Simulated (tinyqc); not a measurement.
Worked calculation: inversion-layer mobility, back-scattering and ballistic limit of a field-effect transistor. Computed by tinyqc, a small Python program that keeps every step. Command: `OMP_NUM_THREADS=1 python tinyqc.py 3007310 3007311 out.jsonl mos walk`. One thread of a shared host (Intel(R) Xeon(R) Processor @ 2.30GHz), about 0.01 s of CPU time with the checks. Intermediate numbers are printed to about 5 digits and carried at full precision; extremes and crossings named in words are read from the listed rows.

The charge at the top of the source barrier is fixed by the gate; series resistance and short-channel effects are left out. F_j are Fermi integrals normalised to exp(eta) in the classical limit.

Inputs (values chosen for the exercise, modelled on a silicon p-channel):
```
quantity,value,unit
transport mass m,0.29,m_0
valley degeneracy g_v,1,-
weight w of the inversion charge,0.333,-
permittivity eps,11.7,-
"phonon mobility at 1 MV/cm and 300 K, mu_ph",110,cm^2/(V s)
"roughness mobility at 1 MV/cm, mu_sr",170,cm^2/(V s)
"Coulomb mobility at N_inv = 1e12/cm^2, mu_C",400,cm^2/(V s)
electrical oxide thickness t_inv,1.4,nm
depletion charge N_dep,3e+11,1/cm^2
gate overdrive V_G - V_T,0.97,V
drain voltage V_D,0.05,V
channel length L,520,nm
exponent a of the critical length,0.74,-
temperature T,300,K
```

Statistics at the top of the barrier: Fermi-Dirac.

Constants: eps_0 = 8.8541878128e-12 F/m; e = 1.602176634e-19 C; m_0 = 9.1093837015e-31 kg; k_B = 1.380649e-23 J/K; hbar = 1.054571817e-34 J s; k_B = 8.617333262e-05 eV/K.

## Charge and field

N_inv = 3.9 eps_0 (V_G - V_T)/(e t_inv); effective field E_eff = e (N_dep + w N_inv)/(eps eps_0).

inversion density N_inv = 1.4933e+13 1/cm^2

effective field E_eff = 0.81547 MV/cm

## Effective mobility

mu_phonon = mu_ph (E_eff/1 MV/cm)^(-0.3) (T/300 K)^(-1.75); mu_rough = mu_sr (E_eff/1 MV/cm)^(-2); mu_Coulomb = mu_C (N_inv/1e12 cm^-2) (T/300 K); Matthiessen's rule adds 1/mu.

phonon part = 116.94 cm^2/(V s)

roughness part = 255.64 cm^2/(V s)

Coulomb part = 5973.2 cm^2/(V s)

effective mobility mu = 79.174 cm^2/(V s)

The phonon part is the lowest and holds 68 % of 1/mu.

## Ballistic limit

F_j(eta) = (1/Gamma(j + 1)) int_0^infinity x^j/(1 + exp(x - eta)) dx, F_0 = ln(1 + exp(eta)). Integrals over x = E/(k_B T) use 160 Gauss-Legendre points in u = sqrt(x) from 0 to sqrt(max(eta, 0) + 32). Ballistic channel: N_2D = g_v m k_B T/(pi hbar^2), U = e V_D/(k_B T); eta_F solves N_inv = (N_2D/2)[F_0(eta_F) + F_0(eta_F - U)]; v_T = sqrt(2 k_B T/(pi m)); I/W = e (N_2D/2) v_T [F_1/2(eta_F) - F_1/2(eta_F - U)]; injection velocity v_T F_1/2(eta_F)/F_0(eta_F).

N_2D = 3.1318e+12 1/cm^2

eta_F = 5.7225

thermal velocity v_T = 0.99908 1e7 cm/s

injection velocity = 1.8669 1e7 cm/s

ballistic current I/W = 1163.8 microampere/micrometre

Degeneracy raises the injection velocity by a factor 1.87.

## Back-scattering

Mean free path lambda = (2 k_B T/e)(mu/v_T) F_0(eta_0)/F_-1/2(eta_0), with eta_0 from N_inv = N_2D F_0(eta_0); critical length l = L (1 + U)^(-a), an empirical rule; back-scattering r = l/(l + lambda). Then eta solves N_inv = (N_2D/2)[(1 + r) F_0(eta) + (1 - r) F_0(eta - U)] and I/W = e (N_2D/2) v_T (1 - r)[F_1/2(eta) - F_1/2(eta - U)]. Ballistic ratio: I over the ballistic current. Apparent mobility 1/(1/mu + 1/mu_B), mu_B = mu L/lambda.

eta_0 = 4.7597

mean free path lambda = 8.1155 nm

critical length l = 234.46 nm

back-scattering coefficient r = 0.96654

current I/W = 34.444 microampere/micrometre

ballistic ratio = 0.029596

apparent low-field mobility = 77.958 cm^2/(V s)

L/lambda = 64.07, but at this drain voltage only the first 234 nm can return a carrier to the source, so the device works at 3 % of its ballistic limit.

## Channel length

The last column is the long-channel law e N_inv mu V/L with V = V_D - V_D^2/(2 V_ov) below pinch-off and V_ov/2 above, V_ov = V_G - V_T.

Currents (microampere/micrometre):
```
L (nm),r,I/W,ballistic ratio,long-channel law
5,0.21740,888.19,0.76317,1845.4
10,0.35716,717.38,0.61641,922.7
20,0.52633,517.52,0.44468,461.4
40,0.68967,331.92,0.28520,230.7
80,0.81634,193.11,0.16593,115.3
160,0.89888,105.11,0.09031,57.7
400,0.95694,44.39,0.03814,23.1
1000,0.98232,18.16,0.01561,9.2
```

The current scales as L^-0.98 at the long end and as L^-0.31 at the short end, where it reaches 76 % of the ballistic 1160. The long-channel law passes the ballistic limit between 5.00 and 10.0 nm and has no meaning below. At 1000 nm the model gives 1.97 times the long-channel law; the rule for l is a fit for short devices and fails wherever the model exceeds that law. Raising mu by 10 % at 20 nm raises I by 5.3 %.

## The mobility curve

The formulas are those given above.

Mobilities (cm^2/(V s)):
```
V_G - V_T (V),N_inv (1/cm^2),E_eff (MV/cm),phonon,roughness,Coulomb,total
0.03,4.6184e+11,0.0702,244.07,3.4513e+04,184.7,104.83
0.06,9.2369e+11,0.0940,223.61,1.9252e+04,369.5,138.30
0.12,1.8474e+12,0.1415,197.76,8.4857e+03,739.0,153.19
0.20,3.0790e+12,0.2050,176.96,4.0464e+03,1231.6,149.03
0.35,5.3882e+12,0.3239,154.27,1.6204e+03,2155.3,132.22
0.50,7.6974e+12,0.4428,140.45,8.6693e+02,3079.0,116.30
0.75,1.1546e+13,0.6410,125.70,4.1369e+02,4618.4,94.43
1.00,1.5395e+13,0.8393,115.94,2.4136e+02,6157.9,77.33
1.50,2.3092e+13,1.2357,103.23,1.1134e+02,9236.9,53.26
```

The lowest part is Coulomb at 0.0300, phonon from 0.0600 to 1.50 V. The total peaks at 153 near E_eff = 0.14 MV/cm: screening lifts it at low density and the field presses it down at high density.

Checks made by the program: long channel and small V_D against the drift formula e N mu V_D/L (relative difference 3e-04).
